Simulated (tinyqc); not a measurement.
Bond-orbital model of a tetrahedral semiconductor (Harrison's universal couplings), step by step. Values are carried at full precision from step to step, so a last printed digit may differ when a step is redone from the rounded ones.

Hybrid level eh = (es + 3 ep)/4; metallic energy V1 = (ep - es)/4 for each atom; covalent energy V2 = 3.22 hbar^2/(m d^2); polar energy V3 = (ehc - eha)/2; hbar^2/m = 2c, c = hbar^2/2m0. Polarity ap = V3/sqrt(V2^2 + V3^2), covalency ac = V2/sqrt(V2^2 + V3^2). p-p coupling at Gamma Exx = (4/3)(2.22 - 2 x 0.63) hbar^2/(m d^2) = 1.28 hbar^2/(m d^2), s-s coupling Ess = 4 x 1.32 hbar^2/(m d^2).

Constants: hbar^2/2m0 = 3.80998211 eV angstrom^2.

Inputs chosen for the exercise (near tabulated values for InSb; the model gives trends, and its gaps can be far from the real ones; not measured data):
- esc = -10.25 eV (s level, cation)
- epc = -5.43 eV (p level, cation)
- esa = -15.81 eV (s level, anion)
- epa = -8.02 eV (p level, anion)
- d = 2.81 angstrom (bond length)
- Z = 5 (valence electrons of the anion)

## The three energies

Form the hybrid levels, V1, V2 and V3.

hbar^2/(m d^2) = 0.9650 eV

hybrid levels (eV): cation -6.6350, anion -9.9675

V1 (eV): cation 1.2050, anion 1.9475

V2, V3 (eV): 3.1074  1.6663

## Bond and antibond

The 2 x 2 problem [[ehc, -V2], [-V2, eha]] gives (ehc + eha)/2 -/+ sqrt(V2^2 + V3^2); ap = V3/sqrt(V2^2 + V3^2), ac = V2/sqrt(V2^2 + V3^2); the bond has weight (1 + ap)/2 on the anion.

levels (eV): bond -11.8272, antibond -4.7753

ap = 0.4726
ac = 0.8813
weight on the anion = 0.7363

## Charges

With dZ = Z - 4: effective charge Z* = 4 ap - dZ (positive on the cation); transverse charge eT* = Z* + (8/3) ap ac^2.

Z* = 0.890 e
eT* = 1.869 e

Charge that flows along the bonds as they stretch adds 0.98 e to the static value.

## Metallicity and a gap from the bond picture

Neighbouring bonds couple through V1: averaged V1b = V1c (1 - ap)/2 + V1a (1 + ap)/2 for the bond band and V1x = V1c (1 + ap)/2 + V1a (1 - ap)/2 for the antibond band. The top of the bond band lies V1b above the bond level and the bottom of the antibond band 3 V1x below the antibond level, so the gap is 2 sqrt(V2^2 + V3^2) - V1b - 3 V1x; metallicity am = (V1b + 3 V1x)/(2 sqrt(V2^2 + V3^2)).

V1b, V1x (eV): 1.7517  1.4008

gap = 1.098 eV
am = 0.844

The gap closes where am reaches one. The model gives trends; its gap can miss the real one by a factor of two to five, most in ratio for narrow gaps and most in eV for first-row compounds.

## Band edges at Gamma

Ev is the lower root of [[epa, Exx], [Exx, epc]] and the s-like conduction level the upper root of [[esa, Ess], [Ess, esc]], with Exx = 1.28 u and Ess = 5.28 u, u = hbar^2/(m d^2).

Exx, Ess (eV): 1.2352  5.0954

Ev = -8.515 eV
s-like conduction level = -7.226 eV
E0 gap = 1.289 eV

Universal couplings give the trend of E0 from compound to compound, not its value; it can miss by several eV and by a factor of two or more, and spin-orbit coupling is left out.

## Checks

- Bond level from the formula against the 2 x 2 matrix: both -11.8272.

Computed by tinyqc, a small Python program: `OMP_NUM_THREADS=1 python tinyqc.py 1450986 1450987 out.jsonl` (the numbers bound the seed that draws the inputs); one thread of a shared host (Intel(R) Xeon(R) Processor @ 2.30GHz), about 0.01 s for the whole set of steps.
